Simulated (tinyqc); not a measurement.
Surface photovoltage measurement of the minority-carrier diffusion length in a wafer. From dn, finite wafer back to diffusion length L. Computed by tinyqc, a small Python program. Command: `OMP_NUM_THREADS=1 python tinyqc.py 3130376 3130377 out.jsonl spv inv`. One thread of a shared host (Intel(R) Xeon(R) Processor @ 2.30GHz), about 0.02 s of CPU time with the checks.

Low injection, steady light, a depletion layer much thinner than 1/alpha and L. The excess density dn is taken at the front edge of the neutral region; light that reaches the back is lost.

Inputs (values chosen for the exercise, modelled on p-type silicon at room temperature): wafer thickness W = 725 micrometre; diffusivity D = 32.5 cm^2/s; front recombination velocity S_f = 37000 cm/s; back recombination velocity S_b = 16000 cm/s; photon flux entering = 7.2e+11 1/(cm^2 s); minority density at the surface barrier scale n_0 = 1e+10 1/cm^3; temperature T = 298 K; wavelength = 966 nm.

Constants: k_B = 8.617333262e-05 eV/K.

Method:
- alpha = (84.732/lambda - 76.417)^2 per cm with lambda in micrometre (an empirical fit for silicon between 0.7 and 1.05 micrometre).
- Thick wafer: dn = Phi L/((S_f + D/L)(L + 1/alpha)). Finite wafer, with s = S_b L/D, w = W/L, a = alpha L: dn = [Phi a/(a^2 - 1)] [a - B - exp(-alpha W)(a - s)/(cosh w + s sinh w)]/(S_f + B D/L), B = (sinh w + s cosh w)/(cosh w + s sinh w).
- Photovoltage V = (k_B T/e) ln(1 + dn/n_0). Lifetime = L^2/D.

Problem. A run gave the result below. Find the diffusion length L, known to lie between 610 and 1200 micrometre.

dn, finite wafer = 1.681565e+07 1/cm^3

Solution.

Each step takes the trial c = (a f_b - b f_a)/(f_b - f_a), f being the result less the target and a, b, c the logarithms of the listed values; c replaces end b, the old b replaces a if the sign of f changed, and otherwise f_a is halved.

Scan of the range:
```
diffusion length L (micrometre)  dn, finite wafer (1/cm^3)
610                                            1.64788e+07
683                                            1.66140e+07
764                                            1.67253e+07
856                                            1.68183e+07
958                                            1.68938e+07
1070                                           1.69543e+07
1200                                           1.70053e+07
```

False position (Illinois rule, in the logarithm of the input) inside the bracket:
```
step    end a    end b    trial  dn, finite wafer (1/cm^3)
1     764.000  856.000  853.192                1.68159e+07
2     764.000  853.192  852.670                1.68154e+07
3     853.192  852.670  852.904                1.68157e+07
4     852.670  852.904  852.904                1.68156e+07
```

dn, finite wafer rises at every point of a 13-point scan of the range (every second point is shown), so one value fits; it is bracketed by 764 and 856. Answer: diffusion length L = 852.9 micrometre.
